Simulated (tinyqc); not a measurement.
Changing the time t: Deal-Grove kinetics of thermal oxidation of silicon. Computed by tinyqc, a small Python program. Command: `OMP_NUM_THREADS=1 python tinyqc.py 3002959 3002960 out.jsonl oxide sweep`. One thread of a shared host (Intel(R) Xeon(R) Processor @ 2.30GHz), about 0.3 s of CPU time with the checks.

Oxidant diffuses through the oxide and reacts at the interface, so that dx/dt = B/(A + 2x) for the oxide thickness x.

Inputs (values chosen for the exercise, close to those used for silicon):
```
quantity                      value    unit
prefactor B0                    833  um^2/h
activation energy E_B          1.22      eV
prefactor (B/A)0            3.4e+06    um/h
activation energy E_A          2.01      eV
temperature T                   800       C
oxidant pressure p                1     atm
pressure exponent m of B/A     0.71       -
initial oxide x_i               0.1      um
```

Ambient: dry oxygen. Surface: (100).

Constants: k_B = 8.617333262e-05 eV/K.

Method:
- B = B0 p exp(-E_B/(k_B T)), B/A = (B/A)0 p^m exp(-E_A/(k_B T)), p in atm; A = B/(B/A).
- Temperatures in kelvin are T(C) + 273.15.
- tau = (x_i^2 + A x_i)/B and x = (A/2) [sqrt(1 + 4 B (t + tau)/A^2) - 1], the root of x^2 + A x = B (t + tau).
- Silicon consumed is 0.44 times the oxide grown; the rate is B/(A + 2x).

One run for each value:
```
time t (h)  oxide thickness x (um)  final growth rate (um/h)  silicon consumed (um)
0.03                       0.10003                 0.0010663             1.4075e-05
0.074                      0.10008                 0.0010662             3.4717e-05
0.18                       0.10019                 0.0010660             8.4440e-05
0.45                       0.10048                 0.0010656             2.1106e-04
1.1                        0.10117                 0.0010646             5.1567e-04
2.7                        0.10287                 0.0010621             1.2643e-03
6.6                        0.10700                 0.0010561             3.0817e-03
16                         0.11687                 0.0010422             7.4208e-03
40                         0.14147                 0.0010089             1.8247e-02
```

What does the table show, and why?

Over the rows, oxide thickness x (um) rises from 0.100 to 0.141 (exponent d ln y / d ln x 5.2e-4 between the first rows and 0.21 between the last); final growth rate (um/h) falls from 0.00107 to 0.00101; silicon consumed (um) rises from 1.41e-5 to 0.0182 (exponent d ln y / d ln x about 1.00 throughout). At the low end the exponent of final growth rate is 0.00, close to 0: linear growth has a constant rate. The rate B/(A + 2x) falls as the film lengthens the diffusion path.
